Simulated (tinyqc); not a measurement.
## Pelgrom slope, floor and doping from two device sizes

Question. s^2 = A^2/(L W) + s0^2, with s0 independent of size and A = (q/Cox) sqrt(Na Wd/3) from random dopants alone, Cox = 3.9 eps0/ti. Find A, s0 and Na.

Parameters, values chosen for the exercise:
```
symbol,value,unit,meaning
ti,1.1,nm,oxide-equivalent thickness in inversion
```

Constants: q = 1.602176634e-19 C, eps0 = 8.8541878128e-14 F/cm where lengths are in cm. Results are converted to the units shown.

s for gate areas 0.0017 and 0.051 um^2 (mV): [15.2318897, 4.97852208]
Wd = 24.6891830 nm

Answer. s^2 is linear in 1/area: slope A^2, intercept s0^2.

A = 0.604 mV um
s0 = 4.20 mV
Na = 1.70e18 cm^-3

tinyqc, about 0.01 s, one thread, Intel Xeon 2.30GHz (shared host): `OMP_NUM_THREADS=1 python tinyqc.py 2090081 2090082 out.jsonl`
